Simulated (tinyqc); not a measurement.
Dose and depth of a threshold implant.

Inverse problem. A sheet of D acceptors per cm^2 lies at depth xi inside the depleted layer of a body doped Na. In the depletion approximation VT = Vfb + f2 + q D/Cox + gamma sqrt(f2 + Vsb - q D xi/(eps0 eps_r)), gamma = sqrt(2 eps0 eps_r q Na)/Cox, Cox = eps0 eox/tox. Find gamma, D and xi.

Parameters, values chosen for the exercise; band and dielectric values close to those of silicon:
- eps_r = 11.7 (relative permittivity)
- Na = 4.2e16 cm^-3 (acceptor density deep in the body)
- eox = 7.32 (relative permittivity of the gate insulator (close to silicon nitride))
- tox = 5.4 nm (insulator thickness)
- Vfb = -0.3 V (flat-band voltage)
- f2 = 0.806 V (band bending 2 phiF at threshold)

Constants: q = 1.602176634e-19 C, eps0 = 8.8541878128e-14 F/cm where lengths are in cm. Results are converted to the units shown.

VT against the source at Vsb = 0 and 1.2 V (V): 0.63165985  0.68685706

Solution. With y^2 = f2 - q D xi/(eps0 eps_r) and d the difference of the thresholds over gamma, sqrt(y^2 + Vsb) - y = d gives y = (Vsb - d^2)/(2 d). The first threshold then gives D, and y^2 gives xi.

gamma = 0.09838 V^0.5
D = 3.600e11 cm^-2
xi = 33.00 nm

Computed by the program tinyqc: `OMP_NUM_THREADS=1 python tinyqc.py 2080003 2080004 out.jsonl`, one thread of a shared Intel Xeon 2.30GHz, about 0.3 s for the whole run.
